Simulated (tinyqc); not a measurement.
Floating body of a partially depleted SOI transistor: body voltage and kink: one step of the calculation.

Source at 0 V. Channel current Ic = 2 nf K Vt^2 [F(0) - F(Vd)](1 + la Vd), F(V) = ln^2(1 + exp((Vg - VT - nf V)/(2 nf Vt))), VT = VT0 - gb Vb. Saturation voltage Vs = 2 Vt sqrt(F(0)) + 3 Vt, excess Ve = (Vd - Vs + sqrt((Vd - Vs)^2 + 0.0004 V^2))/2, multiplication M1 = Ai Ve exp(-Bl/Ve). Each junction passes D(v) = J1 (exp(v/Vt) - 1) + J2 (exp(v/(2 Vt)) - 1). Bipolar current Ib = bb J1 (exp(Vb/Vt) - 1). The body settles where M1 (Ic + Ib) = D(Vb) + D(Vb - Vd) + Vb/Rb; drain current Id = (1 + M1)(Ic + Ib) - D(Vb - Vd).

Problem. New Vb. Current into the body I_in = M1 (Ic + Ib) - D(Vb - Vd), current out I_out = D(Vb) + Vb/Rb; f = ln(I_in/I_out), s = df/dVb by central differences over 1e-5 V, Vb(new) = Vb - f/s.

Values chosen for this exercise; values of the order met in partially depleted silicon-on-insulator transistors:
```
symbol,value,unit,meaning
T,330,K,temperature
VT0,0.5,V,threshold at zero body voltage
gb,0.27,,fall of the threshold per volt of body voltage
nf,1.32,,slope factor
K,190,uA/(V^2 um),gain factor per width
la,0.04,1/V,channel-length modulation factor
Ai,3.07,1/V,impact-ionisation prefactor
Bl,5.7,V,impact-ionisation voltage
J1,1e-12,uA/um,diffusion saturation current of each junction
J2,2.5e-8,uA/um,recombination saturation current of each junction
bb,0.5,,gain of the lateral bipolar transistor on the diffusion current
Rb,1e9,kohm um,"resistance of a weak body tie to the source (1e9 stands for no tie, and the term is then dropped)"
Vg,0.78,V,gate voltage
Vd,1.8,V,drain voltage
```

Constants: q = 1.602176634e-19 C, kB = 1.380649e-23 J/K, Vt = kB T/q. Results are converted to the units shown.

Vb after iteration 1 = 0.78121724 V

Find: Ic; Ve; M1; I_in; I_out; f; s; Vb after iteration 2.

Solution.

Ic = 18.603 uA/um
Ve = 1.3428 V
M1 = 0.059098
I_in = 1.1246 uA/um
I_out = 0.87578 uA/um
f = 0.25004
s = -33.638 1/V
Vb after iteration 2 = 0.78865 V

Range of the model: The multiplication law is an empirical form chosen for the exercise; self-heating and capacitive coupling to the body are left out, and the linear laws are rough once Vb passes about 0.7 V or M1 about 0.1.

Numbers from tinyqc (`OMP_NUM_THREADS=1 python tinyqc.py 2182181 2182182 out.jsonl`; about 0.2 s on one thread of a shared Intel Xeon 2.30GHz).
